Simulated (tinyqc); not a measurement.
On-chip power grid, static voltage drop by conjugate gradients: two steps of the calculation.

A grid of 3 rows and 3 columns, node k = 3 row + column. Neighbours in a row are joined by Rx, in a column by Ry; pad nodes, which reach the supply through Rp: 0, 2, 6, 8. Each node draws I0, node 2 draws kh I0. The drops u = Vdd - V solve G u = i, with G the conductance matrix (1/Rp added on the diagonal at pad nodes).

Values chosen for this exercise: supply voltage Vdd = 1 V; resistance of a horizontal segment Rx = 1 ohm; resistance of a vertical segment Ry = 1.1 ohm; resistance from a pad node to the supply Rp = 0.097 ohm; load current of an ordinary node I0 = 3.9 mA; factor on the load at the hot node kh = 1.

Question 1. Conjugate-gradient step. q = G p; a = (r.r)/(p.q); u(new) = u + a p; r(new) = r - a q; b = (r.r)(new)/(r.r); p(new) = r(new) + b p.

u after iteration 1 (mV):

|  | col 0 | col 1 | col 2 |
|---|---|---|---|
| row 0 | 0.85117500 | 0.85117500 | 0.85117500 |
| row 1 | 0.85117500 | 0.85117500 | 0.85117500 |
| row 2 | 0.85117500 | 0.85117500 | 0.85117500 |

r after iteration 1 (mA):

|  | col 0 | col 1 | col 2 |
|---|---|---|---|
| row 0 | -4.8750000 | 3.9000000 | -4.8750000 |
| row 1 | 3.9000000 | 3.9000000 | 3.9000000 |
| row 2 | -4.8750000 | 3.9000000 | -4.8750000 |

p after iteration 1 (mA):

|  | col 0 | col 1 | col 2 |
|---|---|---|---|
| row 0 | 0.0000000 | 8.7750000 | 0.0000000 |
| row 1 | 8.7750000 | 8.7750000 | 8.7750000 |
| row 2 | 0.0000000 | 8.7750000 | 0.0000000 |

Wanted: q; a; u after iteration 2; r after iteration 2; b; p after iteration 2.

Answer 1.

q (mA S):

|  | col 0 | col 1 | col 2 |
|---|---|---|---|
| row 0 | -16.752 | 17.550 | -16.752 |
| row 1 | 15.955 | 0.000 | 15.955 |
| row 2 | -16.752 | 17.550 | -16.752 |

a = 0.29101 ohm

u after iteration 2 (mV):

|  | col 0 | col 1 | col 2 |
|---|---|---|---|
| row 0 | 0.8512 | 3.4047 | 0.8512 |
| row 1 | 3.4047 | 3.4047 | 3.4047 |
| row 2 | 0.8512 | 3.4047 | 0.8512 |

r after iteration 2 (mA):

|  | col 0 | col 1 | col 2 |
|---|---|---|---|
| row 0 | 0.0000 | -1.2071 | 0.0000 |
| row 1 | -0.7429 | 3.9000 | -0.7429 |
| row 2 | 0.0000 | -1.2071 | 0.0000 |

b = 0.11237

p after iteration 2 (mA):

|  | col 0 | col 1 | col 2 |
|---|---|---|---|
| row 0 | 0.0000 | -0.2211 | 0.0000 |
| row 1 | 0.2432 | 4.8861 | 0.2432 |
| row 2 | 0.0000 | -0.2211 | 0.0000 |

Question 2. Worst drop, pad currents and power lost. Pad current u/Rp; worst drop as a share of Vdd; power lost in the grid and pads sum_k i_k u_k; power delivered sum_k i_k (Vdd - u_k).

converged u (mV):

|  | col 0 | col 1 | col 2 |
|---|---|---|---|
| row 0 | 0.8511750 | 3.3118893 | 0.8511750 |
| row 1 | 3.5068893 | 4.4354607 | 3.5068893 |
| row 2 | 0.8511750 | 3.3118893 | 0.8511750 |

Wanted: worst drop; share of Vdd; pad currents; power lost; power delivered.

Answer 2.

worst drop = 4.435 mV
share of Vdd = 0.4435 %
pad currents (mA): node 0 8.775, node 2 8.775, node 6 8.775, node 8 8.775
power lost = 0.08376 mW
power delivered = 35.02 mW

The pad currents add up to the total load, 35.10 mA. The worst drop is at node 4.

tinyqc, about 0.06 s, one thread, Intel Xeon 2.30GHz (shared host): `OMP_NUM_THREADS=1 python tinyqc.py 2770163 2770164 out.jsonl`
